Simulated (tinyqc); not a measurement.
Mesh and choice of bands: charge neutrality level from zone-averaged pseudopotential bands.

Empirical pseudopotential on the fcc lattice, atoms at +/- tau, tau = a (1,1,1)/8, no spin-orbit coupling. H(G,G') = c (2 pi/a)^2 |k + G|^2 delta + VS(q) cos(q.tau) + i VA(q) sin(q.tau), q = G - G', c = hbar^2/2m0; k and G in units of 2 pi/a; VS at |q|^2 = 3, 8, 11 and VA at 3, 4, 11, in rydberg, zero elsewhere. At each k the basis holds all G with |k + G|^2 up to 16; energies are counted from the fourth level at Gamma.

Mesh: k = sum_i (n_i + 1/2)/N b_i, n_i = 0 ... N - 1, b = (-1,1,1), (1,-1,1), (1,1,-1); points with the same sorted |kx|, |ky|, |kz| after folding to the shortest k + G are joined, with their count as weight. Neutrality (branch-point) level: E_N = (1/2) mean over k of [E5 + (E3 + E4)/2], E_n the n-th level from below.

Constants: hbar^2/2m0 = 3.80998211 eV angstrom^2; Ry = 13.60569312 eV.

Values chosen for the exercise (out of a larger set: classic local form factors of the size used for GaP, without spin-orbit coupling; not measured data): a = 5.446 angstrom (lattice constant); VS = (-0.218, 0.03, 0.07) Ry (symmetric form factors); VA = (0.118, 0.069, 0.019) Ry (antisymmetric form factors).

E_N with E5 alone, and with (E5 + E6)/2 in its place.

Results:
```
N  joined points  E_N (eV)  E_N, two conduction bands (eV)
1              1    0.7952                          1.5008
2              2    0.5777                          1.2641
3              6    0.8351                          1.2023
4             10    0.8090                          1.2068
5             19    0.8146                          1.1978
```

For scale, the lowest gap of this set is 2.08 eV. Against N = 5 the errors are -19, -237, +20 and -6 meV for N = 1 to 4 (N = 1 is the L point alone). Taking the second conduction band in moves E_N by +0.38 eV, more than the mesh error at N = 2: the definition, not the mesh, limits the estimate. Local form factors place the indirect gaps only to a few tenths of an eV, and E_N moves with them.

Run: tinyqc, `OMP_NUM_THREADS=1 python tinyqc.py 1850149 1850150 out.jsonl`; Intel(R) Xeon(R) Processor @ 2.30GHz, one thread, shared host; about 0.09 s of CPU time with all checks.
